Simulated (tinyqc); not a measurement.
# Double-gate transistor, scale length and short-channel effects: effects of single changes

A body of thickness ts between two insulators of thickness ti and two tied gates. Below threshold the potential that source and drain add obeys Laplace's equation and vanishes on the gate. Its lowest mode decays along the channel as exp(-k y); k is the smallest positive root of the matching condition at the interface, and the scale length is Lambda = pi/k.

Parameters, values chosen for the exercise; permittivities: semiconductor close to that of indium arsenide, insulator close to that of zirconium oxide:
- T = 300 K (temperature)
- eps_r = 15 (relative permittivity of the semiconductor)
- ei = 25.3 (relative permittivity of the insulator)
- ti = 13 nm (insulator thickness)
- ts = 8.6 nm (body thickness)
- L = 56 nm (channel length)
- Vbi = 0.88 V (potential of the source)
- sT = 0.43 V (potential of the barrier top at threshold)
- Vds = 0.6 V (drain voltage)

Constants: q = 1.602176634e-19 C, kB = 1.380649e-23 J/K, Vt = kB T/q. Results are converted to the units shown.

Each table varies one quantity; the others keep the values above.

## Effect of the channel length

k is the smallest positive root of f(k) = ei cos(k ti) cos(k ts/2) - eps_r sin(k ti) sin(k ts/2). Along the channel psi(y) = s + a exp(y/l) + b exp(-y/l) with psi(0) = Vbi, psi(L) = Vbi + Vds and l = 1/k = Lambda/pi; with A = Vbi - s, B = A + Vds, x = exp(-L/l): a = (B - A x) x/(1 - x^2), b = (A - B x)/(1 - x^2). The minimum is s + 2 sqrt(a b), at y = (l/2) ln(b/a). The long-channel potential follows the gate as s = sT + (Vg - VTL)/m, and the threshold VT is the gate voltage at which the minimum equals sT. Swing = m Vt ln 10/g at threshold, g = d(minimum)/ds = 1 - (b x + a)/((1 + x) sqrt(a b)). DIBL = [VT(0.05 V) - VT(Vds)]/(Vds - 0.05 V). sT and Vbi are held fixed; m = 1.

The same in every row: Lambda (nm) = 31.311.

Effect of the channel length:

| L (nm) | L/Lambda | VT - VTL at Vds = 0.05 V (mV) | VT - VTL at Vds (mV) | DIBL (mV/V) | swing (mV/decade) |
|---|---|---|---|---|---|
| 34 | 1.0859 | -257.41 | -381.73 | 226.03 | 93.994 |
| 41 | 1.3094 | -159.51 | -235.32 | 137.83 | 80.995 |
| 49 | 1.5649 | -97.129 | -142.59 | 82.651 | 72.662 |
| 58 | 1.8524 | -57.835 | -84.547 | 48.568 | 67.379 |
| 70 | 2.2356 | -30.086 | -43.819 | 24.969 | 63.626 |
| 83 | 2.6508 | -15.220 | -22.115 | 12.537 | 61.605 |
| 99 | 3.1618 | -6.7029 | -9.7253 | 5.4954 | 60.443 |
| 120 | 3.8325 | -2.3161 | -3.3578 | 1.8940 | 59.843 |
| 140 | 4.4712 | -0.84659 | -1.2270 | 0.69170 | 59.642 |

From L = 34 to 140 nm, DIBL falls from 226 to 0.692 mV/V and the swing falls from 94.0 to 59.6 mV a decade (long-channel value 59.5). Between the last two rows the threshold shift at Vds decays with a length of 19.9 nm, against 2 Lambda/pi = 19.9 nm for a shift that goes as exp(-pi L/(2 Lambda)). DIBL first drops below 100 mV/V at L = 49 nm among the rows, L/Lambda = 1.6. For L = 34 to 41 nm L is under 1.5 Lambda, where higher modes, left out of the one-mode potential, count.

## Effect of the insulator thickness

Same model as above.

Effect of the insulator thickness:

| ti (nm) | Lambda (nm) | L/Lambda | VT - VTL at Vds (mV) | DIBL (mV/V) | swing (mV/decade) |
|---|---|---|---|---|---|
| 4.3 | 14.770 | 3.7915 | -3.5823 | 2.0208 | 59.865 |
| 5.6 | 17.073 | 3.2801 | -8.0553 | 4.5497 | 60.286 |
| 7.3 | 20.233 | 2.7678 | -18.296 | 10.362 | 61.248 |
| 9.5 | 24.455 | 2.2899 | -40.018 | 22.784 | 63.273 |
| 12 | 29.342 | 1.9085 | -76.608 | 43.944 | 66.651 |
| 16 | 37.247 | 1.5035 | -160.24 | 93.098 | 74.257 |
| 21 | 47.191 | 1.1867 | -304.88 | 179.61 | 87.189 |

What does the table show?

As ti goes from 4.3 to 21 nm, Lambda rises from 14.8 to 47.2 nm, DIBL rises from 2.02 to 180 mV/V and the swing rises from 59.9 to 87.2 mV a decade. On average Lambda goes as ti^(0.73). At ti = 21 nm L is under 1.5 Lambda, where higher modes, left out of the one-mode potential, count.

## Effect of the relative permittivity of the insulator

Same model as above.

Result of one run:

| ei | Lambda (nm) | L/Lambda | VT - VTL at Vds (mV) | DIBL (mV/V) | swing (mV/decade) |
|---|---|---|---|---|---|
| 40 | 29.43 | 1.903 | -77.41 | 44.41 | 66.72 |

What becomes of these results when the relative permittivity of the insulator ei is changed from 40 to 18, all else the same?

Result of the changed run:

| ei | Lambda (nm) | L/Lambda | VT - VTL at Vds (mV) | DIBL (mV/V) | swing (mV/decade) |
|---|---|---|---|---|---|
| 18 | 33.29 | 1.682 | -114.7 | 66.22 | 70.13 |

The whole series:

| ei | Lambda (nm) | L/Lambda | VT - VTL at Vds (mV) | DIBL (mV/V) | swing (mV/decade) |
|---|---|---|---|---|---|
| 3.9 | 52.44 | 1.068 | -397.9 | 235.8 | 95.42 |
| 5.7 | 45.65 | 1.227 | -279.7 | 164.5 | 84.95 |
| 8.5 | 40.13 | 1.395 | -197.9 | 115.5 | 77.64 |
| 12 | 36.49 | 1.535 | -151.0 | 87.63 | 73.42 |
| 18 | 33.29 | 1.682 | -114.7 | 66.22 | 70.13 |
| 27 | 31.00 | 1.807 | -91.67 | 52.73 | 68.03 |
| 40 | 29.43 | 1.903 | -77.41 | 44.41 | 66.72 |

As ei goes from 3.9 to 40, Lambda falls from 52.4 to 29.4 nm, DIBL falls from 236 to 44.4 mV/V and the swing falls from 95.4 to 66.7 mV a decade. On average Lambda goes as ei^(-0.25). For ei = 3.9 to 8.5 L is under 1.5 Lambda, where higher modes, left out of the one-mode potential, count.

Numbers from tinyqc (`OMP_NUM_THREADS=1 python tinyqc.py 2420086 2420087 out.jsonl`; about 0.01 s on one thread of a shared Intel Xeon 2.30GHz).
